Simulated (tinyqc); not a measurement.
What moves the efficiency: defect, radiative and Auger recombination at equal electron and hole densities (ABC model).

J/(e d) = Ae n + B n^2 + C n^3 with Ae = A + 4 S/w (four side walls, carriers spread evenly), e = 1.602176634e-19 C, lengths in cm; internal efficiency IQE = B n^2/(Ae n + B n^2 + C n^3); all injected carriers recombine in the layer.

Values chosen for the exercise (orders of magnitude like those quoted for InP; the results hold for these values, not for the real material):
- A = 12000000 1/s (defect rate)
- B = 9.4e-11 cm^3/s (radiative coefficient)
- C = 3.4e-31 cm^6/s (Auger coefficient)
- S = 210 cm/s (recombination velocity of the side walls)
- w = 110 micrometre (side of the square mesa)
- d = 90 nm (active thickness)
- J = 290 A/cm^2 (current density)

IQE_max = Q/(Q + 2) with Q = B/sqrt(Ae C), reached at n = sqrt(Ae/C).

One parameter was then changed.

Results before and after:

| case | n (1/cm^3) | IQE | IQE_max | J at the peak (A/cm^2) |
|---|---|---|---|---|
| base | 1.397e+18 | 0.9115 | 0.9587 | 5.02e+03 |
| changed | 2.459e+18 | 0.9424 | 0.9587 | 5.02e+03 |

Which of these changes was made? (a) A = 24000000 1/s; (b) d = 180 nm; (c) w = 55 micrometre; (d) C = 6.8e-31 cm^6/s; (e) B = 1.41e-10 cm^3/s; (f) J = 870 A/cm^2.

Answer: (f) J = 870 A/cm^2. Of the candidates, run in turn, only this one gives the changed row.

All candidates:

| case | n (1/cm^3) | IQE | IQE_max | J at the peak (A/cm^2) |
|---|---|---|---|---|
| base | 1.397e+18 | 0.9115 | 0.9587 | 5.02e+03 |
| A = 24000000 1/s | 1.337e+18 | 0.8359 | 0.9426 | 1.02e+04 |
| B = 1.41e-10 cm^3/s | 1.151e+18 | 0.9283 | 0.9721 | 7.43e+03 |
| C = 6.8e-31 cm^6/s | 1.393e+18 | 0.9072 | 0.9425 | 2.55e+03 |
| d = 180 nm | 9.705e+17 | 0.8804 | 0.9587 | 1.00e+04 |
| J = 870 A/cm^2 | 2.459e+18 | 0.9424 | 0.9587 | 5.02e+03 |
| w = 55 micrometre | 1.396e+18 | 0.9110 | 0.9585 | 5.05e+03 |

Run: tinyqc, `OMP_NUM_THREADS=1 python tinyqc.py 1682602 1682603 out.jsonl`; Intel(R) Xeon(R) Processor @ 2.30GHz, one thread, shared host; about 0.01 s of CPU time with all checks.
